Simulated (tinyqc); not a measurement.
# Gain of the pnp from the holding current

Question. On state with both base-emitter voltages at Von: npn base current Ib = (Von/Rs + bp Von/Rw)/(bn bp - 1), holding current Ih = (bn + 1) Ib + Von/Rs. Find bp.

Parameters, values chosen for the exercise: current gain of the npn bn = 10.9; substrate resistance shunting the npn Rs = 700 ohm; well resistance shunting the pnp Rw = 2800 ohm; base-emitter voltage in the on state Von = 0.71 V.

Ih = 1.7818533 mA

Answer. Ih gives Ib, and Ib (bn bp - 1) = Von/Rs + bp Von/Rw is linear in bp.

bp = 2.40

tinyqc, about 0.04 s, one thread, Intel Xeon 2.30GHz (shared host): `OMP_NUM_THREADS=1 python tinyqc.py 2670065 2670066 out.jsonl`
